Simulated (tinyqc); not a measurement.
Worked calculation: LCCD on RHF in the 3-21g basis, for H3+, spin multiplicity 1. One step of it, computed by the program tinyqc.

Question. LCCD: starting amplitudes. t_ij^ab = <ij||ab> / (e_i + e_j - e_a - e_b), whose energy is MP2.

orbital energies (hartree): MO1 -0.996292, MO2 -0.369764, MO3 0.005236, MO4 0.670947, MO5 0.786582, MO6 1.022818

Two-electron integrals over orbitals (pq|rs), unique and non-zero (hartree):
```
p,q,r,s,(pq|rs)
1,1,1,1,0.582011
2,1,2,1,0.122750
2,2,1,1,0.453689
2,2,2,2,0.453393
3,1,1,1,0.088703
3,1,2,2,-0.003912
3,1,3,1,0.067243
3,2,2,1,-0.089001
3,2,3,2,0.097305
3,3,1,1,0.410058
3,3,2,2,0.381776
3,3,3,1,0.019116
3,3,3,3,0.365862
4,1,1,1,-0.084445
4,1,2,2,-0.075860
4,1,3,1,-0.004274
4,1,3,3,-0.046879
4,1,4,1,0.058553
4,2,2,1,-0.064692
4,2,3,2,0.039895
4,2,4,2,0.062238
4,3,1,1,0.024720
4,3,2,2,0.036263
4,3,3,1,-0.008931
4,3,3,3,0.012079
4,3,4,1,-0.008704
4,3,4,3,0.019749
4,4,1,1,0.472966
4,4,2,2,0.427472
4,4,3,1,0.029595
4,4,3,3,0.364203
4,4,4,1,-0.069095
4,4,4,3,0.038351
4,4,4,4,0.443284
5,1,2,1,-0.061533
5,1,3,2,0.033716
5,1,4,2,0.055562
5,1,5,1,0.051169
5,2,1,1,-0.105676
5,2,2,2,-0.103294
5,2,3,1,0.000867
5,2,3,3,-0.048995
5,2,4,1,0.059924
5,2,4,3,-0.028821
5,2,4,4,-0.104862
5,2,5,2,0.085040
5,3,2,1,0.001044
5,3,3,2,0.016757
5,3,4,2,-0.023460
5,3,5,1,-0.020003
5,3,5,3,0.030175
5,4,2,1,0.132580
5,4,3,2,-0.100983
5,4,4,2,-0.082383
5,4,5,1,-0.076453
5,4,5,3,0.007173
5,4,5,4,0.163633
5,5,1,1,0.434135
5,5,2,2,0.440860
5,5,3,1,-0.008666
5,5,3,3,0.363124
5,5,4,1,-0.085314
5,5,4,3,0.039662
5,5,4,4,0.430804
5,5,5,2,-0.117716
5,5,5,5,0.454940
6,1,1,1,-0.074879
6,1,2,2,0.015702
6,1,3,1,-0.066673
6,1,3,3,-0.031042
6,1,4,1,0.012551
6,1,4,3,0.027049
6,1,4,4,-0.003265
6,1,5,2,-0.018293
6,1,5,5,0.026916
6,1,6,1,0.100700
6,2,2,1,0.056639
6,2,3,2,-0.033090
6,2,4,2,-0.045458
6,2,5,1,-0.041615
6,2,5,3,0.020185
6,2,5,4,0.069876
6,2,6,2,0.042203
6,3,1,1,-0.142012
6,3,2,2,-0.068254
6,3,3,1,-0.052107
6,3,3,3,-0.057509
6,3,4,1,0.045847
6,3,4,3,-0.004018
6,3,4,4,-0.087173
6,3,5,2,0.046988
6,3,5,5,-0.065110
6,3,6,1,0.058231
6,3,6,3,0.081842
6,4,1,1,0.030039
6,4,2,2,-0.043081
6,4,3,1,0.054108
6,4,3,3,-0.002599
6,4,4,1,0.022778
6,4,4,3,-0.019648
6,4,4,4,-0.016408
6,4,5,2,0.038878
6,4,5,5,-0.060246
6,4,6,1,-0.065161
6,4,6,3,-0.026874
6,4,6,4,0.070272
6,5,2,1,-0.089003
6,5,3,2,0.076684
6,5,4,2,0.059735
6,5,5,1,0.053832
6,5,5,3,-0.002030
6,5,5,4,-0.112859
6,5,6,2,-0.046338
6,5,6,5,0.084364
6,6,1,1,0.576503
6,6,2,2,0.430931
6,6,3,1,0.102963
6,6,3,3,0.413948
6,6,4,1,-0.099581
6,6,4,3,0.007802
6,6,4,4,0.460611
6,6,5,2,-0.097771
6,6,5,5,0.419695
6,6,6,1,-0.122447
6,6,6,3,-0.165327
6,6,6,4,0.053153
6,6,6,6,0.631241
```

Give: Starting amplitudes; correlation energy.

Answer.

Starting amplitudes (spin orbitals 1a, 1b, ...; amplitudes related by a flip of all spins are not repeated):
```
from,to,t
1a 1b,2a 2b,-0.0980
1a 1b,3a 3b,-0.0336
1a 1b,2a 5b,0.0255
1a 1b,6a 6b,-0.0249
1a 1b,3a 6b,0.0221
1a 1b,4a 4b,-0.0176
1a 1b,5a 5b,-0.0144
1a 1b,4a 6b,-0.0034
1a 1b,3a 4b,0.0016
```

correlation energy = -0.024741 hartree
